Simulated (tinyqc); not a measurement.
Inputs raised by 5 %, one at a time: admittance spectroscopy and thermally stimulated current of one trap level in a depletion layer. Computed by tinyqc, a small Python program. Command: `OMP_NUM_THREADS=1 python tinyqc.py 3112567 3112568 out.jsonl admit sens`. One thread of a shared host (Intel(R) Xeon(R) Processor @ 2.30GHz), about 0.01 s of CPU time with the checks.

A Schottky junction on n-type material holds one donor-like electron trap; shallow donors are fully ionised and abrupt depletion edges are assumed.

Inputs (values chosen for the exercise, modelled on n-type silicon):
```
quantity                         value    unit
dielectric constant eps           11.9       -
density-of-states mass m          1.07     m_0
shallow doping N               1.3e+15  1/cm^3
trap density N_t                 2e+14  1/cm^3
trap depth E_t below the band    0.268      eV
capture cross section sigma    1.3e-15    cm^2
band bending V_b                     1       V
test frequency f                 10000      Hz
```

Constants: k_B = 1.380649e-23 J/K; m_0 = 9.1093837015e-31 kg; h = 6.62607015e-34 J s; k_B = 8.617333262e-05 eV/K; eps_0 = 8.8541878128e-12 F/m; e = 1.602176634e-19 C.

Method:
- N_c = 2 (2 pi m k_B T/h^2)^(3/2), v_th = sqrt(3 k_B T/m), emission rate e_n = sigma v_th N_c exp(-E_t/(k_B T)).
- Where the level crosses the Fermi level capture equals emission, so the trap follows the signal with the rate 2 e_n; G/omega peaks at omega = 2 e_n (the correction for large N_t/N is left out).
- Solve 2 e_n(T_p) = 2 pi f.
- With E_c - E_F = k_B T_p ln(N_c/N): lambda = sqrt(2 eps eps_0 (E_t - (E_c - E_F))/(e^2 N)); traps are empty and charged for x < x_t = w - lambda, and V_b = e (N w^2 + N_t x_t^2)/(2 eps eps_0). High frequency: C_hf = eps eps_0/w. Low frequency: C_lf = eps eps_0 (N + N_t)/(N w + N_t x_t).

Runs:
```
input moved                            from         to  peak temperature T_p (K)  step (C_lf - C_hf)/C_hf  C_hf (nF/cm^2)  lambda (nm)
base run                                  -          -                    199.80                 0.047154          10.823       328.79
trap depth E_t below the band (eV)    0.268     0.2814                    208.63                 0.048285          10.815       336.56
capture cross section sigma (cm^2)  1.3e-15  1.365e-15                    199.25                 0.047269          10.822       329.59
shallow doping N (1/cm^3)           1.3e+15  1.365e+15                    199.80                 0.045217          11.073       322.13
trap density N_t (1/cm^3)             2e+14    2.1e+14                    199.80                 0.049362          10.839       328.79
band bending V_b (V)                      1       1.05                    199.80                 0.046001          10.570       328.79
test frequency f (Hz)                 10000      10500                    200.36                 0.047037          10.824       327.99
density-of-states mass m (m_0)         1.07     1.1235                    199.25                 0.046988          10.824       327.65
```

Exponents ln(y'/y) / ln(x'/x):
```
input                          peak temperature T_p  step (C_lf - C_hf)/C_hf    C_hf  lambda
trap depth E_t below the band                 0.886                    0.486  -0.015   0.479
capture cross section sigma                  -0.057                    0.050  -0.002   0.050
shallow doping N                              0.000                   -0.860   0.468  -0.420
trap density N_t                              0.000                    0.938   0.031   0.000
band bending V_b                              0.000                   -0.507  -0.484   0.000
test frequency f                              0.057                   -0.051   0.002  -0.050
density-of-states mass m                     -0.057                   -0.072   0.002  -0.071
```

To which inputs is each result most sensitive?

Among the inputs moved here: peak temperature T_p answers most in size to trap depth E_t below the band (exponent +0.886), next to capture cross section sigma (-0.057); its exponent is below 0.0005 for shallow doping N, trap density N_t, band bending V_b. Step (C_lf - C_hf)/C_hf answers most in size to trap density N_t (exponent +0.938), next to shallow doping N (-0.860). C_hf answers most in size to band bending V_b (exponent -0.484), next to shallow doping N (+0.468). Its exponent -0.484 in band bending V_b: w grows as sqrt(V_b). Lambda answers most in size to trap depth E_t below the band (exponent +0.479), next to shallow doping N (-0.420); its exponent is below 0.0005 for trap density N_t, band bending V_b.

Extremes, crossings and ranges named in words are read from the listed rows.
